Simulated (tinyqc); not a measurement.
Interstitial-substitutional diffusion of a fast metal impurity in a wafer (kick-out and dissociative mechanisms): one step, computed by the program tinyqc. Command: `OMP_NUM_THREADS=1 python tinyqc.py 3003842 3003843 out.jsonl kickout walk`. One thread of a shared host (Intel(R) Xeon(R) Processor @ 2.30GHz), about 0.3 s of CPU time with the checks.

The metal moves as an interstitial A_i and dissolves on lattice sites either by kicking out a self-interstitial (A_i = A_s + I) or by filling a vacancy (A_i + V = A_s). With A_i at its solubility, local equilibrium and c = C_s/C_s*, self-interstitials and vacancies obey C_I/C_I* = 1/c and C_V/C_V* = c.

Question. Closed forms. Pure kick-out: the centre rises as c_m = (2/d) sqrt(pi D_K t) while c_m is small. Pure dissociative or sink-rich cases give erfc profiles with depth 2 sqrt(D_F t) or 2 sqrt(D_A t). The short time that the interstitial metal needs to fill the wafer is neglected.

Inputs (values chosen for the exercise, loosely like those of gold in silicon): temperature T = 1050 C; wafer thickness d = 525 um; time t = 420 s.

D_K = 2.437914e-09 cm^2/s

D_F = 5.946542e-10 cm^2/s

D_A = 5.974912e-07 cm^2/s

Give: centre value c_m, closed form; depth 2 sqrt(D_F t); depth 2 sqrt(D_A t).

Answer.

centre value c_m, closed form = 0.06832

depth 2 sqrt(D_F t) = 9.995 um

depth 2 sqrt(D_A t) = 316.8 um

Caution: the depth 2 sqrt(D_A t) exceeds half the wafer, so in a sink-rich wafer the profiles from the two faces overlap and a single erfc no longer holds. Caution: D_K/(D_A c) at the centre exceeds 0.05: the metal interstitials fall below their solubility there, and the model gives c too high by about D_K/D_A.
